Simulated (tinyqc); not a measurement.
# Thin film between two gates, subbands and threshold shift from confinement: effects of single changes

Undoped body with a flat potential across it, hard walls, transport along x. Three valley pairs (g = 2 each) with the longitudinal mass along x, y or z. Non-parabolicity enters the subband edges through E (1 + al E) = gamma, so E = 2 gamma/(1 + sqrt(1 + 4 al gamma)); motion within a subband is taken as parabolic with the band-edge mass. Energies are counted from the bulk band edge.

Inputs (values chosen for the exercise); masses close to those of silicon: temperature T = 300 K; longitudinal mass ml = 0.934 m0; transverse mass mt = 0.19 m0; non-parabolicity al = 0 1/eV; film thickness (along z) t = 3.1 nm; widening of the box by penetration into the insulator dl = 0.3 nm; gate capacitance per area of interface Cg = 3.5 uF/cm^2.

Constants: q = 1.602176634e-19 C, kB = 1.380649e-23 J/K, hbar = 1.054571817e-34 J s, m0 = 9.1093837015e-31 kg, Vt = kB T/q, hbar^2/(2 m0) = 0.0380998212 eV nm^2. Results are converted to the units shown.

Each table varies one quantity; the others keep the values above.

## Confinement against the film thickness

gamma = C (pi k/(t + dl))^2/mz, C = hbar^2/(2 m0). Each subband has N_k = g sqrt(mx my) m0 kB T/(pi hbar^2); without degeneracy n = exp(EF/Vt) sum N_k exp(-E_k/Vt). Classical value Nc times t, Nc = sum over valleys of 2 g (m m0 kB T/(2 pi hbar^2))^1.5 with m = (mx my mz)^(1/3). Threshold shift dVT = Vt ln(classical value/sum N_k exp(-E_k/Vt)). With degeneracy n = sum N_k F((EF - E_k)/Vt), F(x) = ln(1 + exp(x)); gate: Vg = EF + q n/(Cg P), P = 2 (both faces), summed over the 60 lowest subbands at most, with Vg counted from the value that would put EF at the bulk band edge of an empty body. The last two columns are for Vg = 0.5 V; sensitivity d(dVT)/dt by central differences between 0.99 and 1.01 times the value.

Confinement against the film thickness:

| t (nm) | E_1 (meV) | gap to the next edge (meV) | dVT (mV) | sensitivity (mV/nm) | n/P (cm^-2) | share of the lowest subband (%) |
|---|---|---|---|---|---|---|
| 2 | 76.11 | 228.3 | 83.81 | -53.30 | 7.277e12 | 99.82 |
| 2.7 | 44.73 | 134.2 | 59.93 | -21.33 | 7.961e12 | 91.29 |
| 3.6 | 26.47 | 79.41 | 46.28 | -11.89 | 8.832e12 | 63.77 |
| 4.7 | 16.10 | 48.31 | 34.60 | -9.406 | 9.533e12 | 42.75 |
| 6.3 | 9.242 | 27.73 | 22.89 | -5.350 | 1.007e13 | 29.02 |
| 8.4 | 5.319 | 15.96 | 15.19 | -2.454 | 1.044e13 | 20.94 |
| 11 | 3.153 | 9.459 | 10.72 | -1.208 | 1.072e13 | 15.59 |
| 15 | 1.720 | 5.160 | 7.398 | -0.5711 | 1.100e13 | 11.12 |
| 20 | 0.9770 | 2.931 | 5.341 | -0.2967 | 1.123e13 | 8.169 |

What does the comparison show?

As t grows from 2 to 20 nm, E_1 falls from 76.1 to 0.977 meV and dVT falls from 83.8 to 5.34 mV. E_1 goes as t^(-1.77) at the thin end (-2 for a parabolic band without penetration); a thickness error of 0.2 nm moves the threshold by 11 mV in the first row and 0.059 mV in the last. The charge per interface area rises from 7.28e12 to 1.12e13 cm^-2. For t = 2, 2.7 the body is too thin for bulk effective masses to be reliable. In every row the charge in the last two columns would bend the potential across the body noticeably, which is left out.

## Charge and subband filling against gate voltage

Same model as above.

Each subband has N_k = g sqrt(mx my) m0 kB T/(pi hbar^2). Cq = q dn/dEF.

Charge and subband filling against gate voltage:

| Vg (V) | EF - E_1 (eV) | n (cm^-2) | n/P (cm^-2) | share of the lowest subband (%) | Cq/(Cg P) | total C/(Cg P) |
|---|---|---|---|---|---|---|
| -0.12 | -0.1551 | 1.059e10 | 5.293e9 | 96.12 | 0.009362 | 0.009275 |
| 0.01 | -0.04228 | 7.627e11 | 3.813e11 | 95.78 | 0.6209 | 0.3831 |
| 0.13 | 0.008393 | 3.791e12 | 1.896e12 | 94.01 | 2.309 | 0.6977 |
| 0.26 | 0.04093 | 8.049e12 | 4.025e12 | 90.24 | 3.693 | 0.7869 |
| 0.38 | 0.06377 | 1.229e13 | 6.147e12 | 85.05 | 4.889 | 0.8302 |
| 0.51 | 0.08342 | 1.712e13 | 8.558e12 | 78.30 | 6.452 | 0.8658 |
| 0.63 | 0.09798 | 2.172e13 | 1.086e13 | 72.02 | 8.120 | 0.8904 |
| 0.76 | 0.1109 | 2.684e13 | 1.342e13 | 65.82 | 10.01 | 0.9092 |
| 0.88 | 0.1211 | 3.164e13 | 1.582e13 | 60.86 | 11.72 | 0.9214 |

EF passes E_1 = 0.0348 eV at Vg = 0.104 V. The share of the lowest subband falls from 96.1 to 60.9 % and the total capacitance rises from 0.00927 to 0.921 of Cg P. In the last row 8.4 % of an added gate voltage goes into raising EF (from the last two rows). For Vg = 0.13, 0.26, 0.38, 0.51, 0.63, 0.76, 0.88 the charge would bend the potential across the body noticeably, which is left out.

Numbers from tinyqc (`OMP_NUM_THREADS=1 python tinyqc.py 2350083 2350084 out.jsonl`; about 0.05 s on one thread of a shared Intel Xeon 2.30GHz).
